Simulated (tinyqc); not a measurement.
# MOSFET in the linear regime without short-channel effects, parameter extraction from computed curves: effects of single changes

Inversion charge Q = Cox n Vt W0(exp((Vg - VT)/(n Vt))), W0 the Lambert function and n = nf; u = Q/Cox; mobility mu = mu0/(1 + th1 u + th2 u^2); channel resistance Rch = (L - dL)/(W mu Q); Id = Vd/(Rch + Rsd/W). Cox = eps0 eox/tox. Small Vd, no channel-length or drain effects.

Values chosen for this exercise; channel values of the order met in silicon transistors: temperature T = 300 K; relative permittivity of the gate insulator (close to silicon dioxide) eox = 3.9; insulator thickness tox = 1.8 nm; low-field mobility mu0 = 160 cm^2/(V s); first mobility attenuation factor th1 = 0.58 1/V; second mobility attenuation factor th2 = 0 1/V^2; threshold voltage VT = 0.55 V; body factor nf = 1.14; gate width W = 1 um; drawn gate length L = 1.4 um; drawn less effective length dL = 0.015 um; source plus drain resistance Rsd = 230 ohm um; drain voltage Vd = 0.05 V.

Constants: q = 1.602176634e-19 C, kB = 1.380649e-23 J/K, Vt = kB T/q, eps0 = 8.8541878128e-14 F/cm where lengths are in cm. Results are converted to the units shown.

Each table varies one quantity; the others keep the values above.

## Extraction methods against the first mobility attenuation factor

From the continuous curve Id(Vg): tangent at peak gm (V_ext = Vg - Id/gm); constant current Id = 0.1 uA W/L; peak of d2Id/dVg2; Y = Id/sqrt(gm) drawn through Vg = VT + 0.6 and VT + 0.8 V, with intercept VT_Y and slope s. Mobilities gm,max L/(W Cox Vd) and s^2 L/(W Cox Vd) with the drawn L. Last column: share of Rsd/W in the total resistance at VT + 0.8 V.

Extraction methods against the first mobility attenuation factor:

| th1 (1/V) | V_ext (V) | constant current (V) | second derivative (V) | VT_Y (V) | mobility from gm (cm^2/(V s)) | mobility from Y (cm^2/(V s)) | series share (%) |
|---|---|---|---|---|---|---|---|
| 0 | 0.591 | 0.512 | 0.544 | 0.594 | 145 | 147 | 3.48 |
| 0.2 | 0.566 | 0.512 | 0.543 | 0.594 | 128 | 147 | 3.06 |
| 0.4 | 0.557 | 0.512 | 0.542 | 0.594 | 119 | 147 | 2.73 |
| 0.6 | 0.551 | 0.512 | 0.541 | 0.594 | 112 | 147 | 2.47 |
| 0.8 | 0.547 | 0.512 | 0.540 | 0.594 | 107 | 147 | 2.25 |
| 1 | 0.543 | 0.512 | 0.539 | 0.594 | 102 | 147 | 2.07 |
| 1.2 | 0.540 | 0.512 | 0.538 | 0.594 | 98.7 | 147 | 1.91 |

What does the table show?

The model has VT = 0.55 V and mu0 = 160 cm^2/(V s). Over the table the extracted thresholds move by 50 mV (tangent), under 0.5 mV (constant current), 6.0 mV (second derivative), under 0.5 mV (Y function). The mobility from gm falls from 145 to 98.7 and that from Y stays near 147 cm^2/(V s).

## Extraction methods against the body factor

Same model as above.

Result of one run:

| nf | V_ext (V) | constant current (V) | second derivative (V) | VT_Y (V) | mobility from gm (cm^2/(V s)) | mobility from Y (cm^2/(V s)) | series share (%) |
|---|---|---|---|---|---|---|---|
| 1.6 | 0.544 | 0.480 | 0.535 | 0.596 | 106 | 141 | 2.44 |

What becomes of these results when the body factor nf is changed from 1.6 to 1.7, all else the same?

Result of the changed run:

| nf | V_ext (V) | constant current (V) | second derivative (V) | VT_Y (V) | mobility from gm (cm^2/(V s)) | mobility from Y (cm^2/(V s)) | series share (%) |
|---|---|---|---|---|---|---|---|
| 1.7 | 0.543 | 0.472 | 0.534 | 0.596 | 105 | 140 | 2.42 |

The whole series:

| nf | V_ext (V) | constant current (V) | second derivative (V) | VT_Y (V) | mobility from gm (cm^2/(V s)) | mobility from Y (cm^2/(V s)) | series share (%) |
|---|---|---|---|---|---|---|---|
| 1 | 0.553 | 0.521 | 0.542 | 0.593 | 115 | 149 | 2.51 |
| 1.1 | 0.552 | 0.514 | 0.541 | 0.594 | 113 | 148 | 2.50 |
| 1.2 | 0.551 | 0.508 | 0.540 | 0.595 | 112 | 146 | 2.48 |
| 1.3 | 0.549 | 0.501 | 0.539 | 0.595 | 110 | 145 | 2.47 |
| 1.4 | 0.548 | 0.494 | 0.538 | 0.596 | 109 | 144 | 2.46 |
| 1.5 | 0.546 | 0.487 | 0.537 | 0.596 | 107 | 143 | 2.45 |
| 1.6 | 0.544 | 0.480 | 0.535 | 0.596 | 106 | 141 | 2.44 |
| 1.7 | 0.543 | 0.472 | 0.534 | 0.596 | 105 | 140 | 2.42 |

The model has VT = 0.55 V and mu0 = 160 cm^2/(V s). Over the table the extracted thresholds move by 11 mV (tangent), 48 mV (constant current), 8.0 mV (second derivative), 3.9 mV (Y function). The mobility from gm falls from 115 to 105 and that from Y falls from 149 to 140 cm^2/(V s).

Program tinyqc, `OMP_NUM_THREADS=1 python tinyqc.py 2210084 2210085 out.jsonl`; Intel Xeon 2.30GHz, shared host, one thread, about 0.01 s.
